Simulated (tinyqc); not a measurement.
Stark shift: stepped quantum well by finite differences.

Finite differences on points z_i at the centres of cells of width h: H_ii = (c/h^2)(1/m_(i-1/2) + 1/m_(i+1/2)) + V_i, H_(i,i+1) = -(c/h^2)/m_(i+1/2), where m_(i+1/2) is the mean of the masses at the two points (the end values are repeated outwards), psi = 0 on the points beyond both ends, c = hbar^2/2m0. The field adds e F (z - z0) with z0 the middle of the structure; 1 kV/cm = 1e-5 eV/angstrom.

Constants: hbar^2/2m0 = 3.80998211 eV angstrom^2.

Parameters, chosen for this exercise (out of a larger set: near those of a GaAs well in AlGaAs; not measured data): layers = ((80, 0.332, 0.101), (40, 0, 0.067), (80, 0.103, 0.0775), (80, 0.332, 0.101)) (each layer: thickness in angstrom, band edge in eV, mass in m0); hf = 1.25 angstrom (cell width of the fine grid); Fs = (0, 11.7, 23.3, 35, 46.7, 58.3, 70) kV/cm (fields).

Fine grid. Perturbation theory: dE1 = e F z_11 - beta (e F)^2 with beta = sum_j z_1j^2/(E_j - E_1) over the 13 next levels at zero field, z from z0.

Levels against field:

| F (kV/cm) | E1 (eV) | E2 (eV) | dE1 (meV) | second order (meV) | <z - z0> (angstrom) | E2 - E1 (meV) |
|---|---|---|---|---|---|---|
| 0 | 0.0774 | 0.1576 | 0.00 | 0.00 | -27.6 | 80.2 |
| 11.7 | 0.0741 | 0.1597 | -3.30 | -3.30 | -28.8 | 85.6 |
| 23.3 | 0.0707 | 0.1616 | -6.70 | -6.72 | -29.8 | 90.9 |
| 35.0 | 0.0672 | 0.1635 | -10.24 | -10.32 | -30.7 | 96.3 |
| 46.7 | 0.0635 | 0.1652 | -13.88 | -14.05 | -31.5 | 101.7 |
| 58.3 | 0.0598 | 0.1668 | -17.58 | -17.90 | -32.2 | 107.0 |
| 70.0 | 0.0560 | 0.1683 | -21.39 | -21.92 | -32.9 | 112.3 |

z_11 = -27.63 angstrom
beta = 5274 angstrom^2/eV

What does the comparison show, and why?

The state sits -27.6 angstrom off the middle at zero field, so the shift starts linearly in F. At 70 kV/cm E1 has moved by -21.39 meV, where second order gives -21.92 meV; they differ by 2.5 % there. The electron moves by -5.3 angstrom, against the rise of the potential. E2 - E1 grows with the field; the ends are 80.2 and 112.3 meV.

tinyqc: `OMP_NUM_THREADS=1 python tinyqc.py 1281212 1281213 out.jsonl`; about 0.01 s, one thread, shared Intel(R) Xeon(R) Processor @ 2.30GHz.
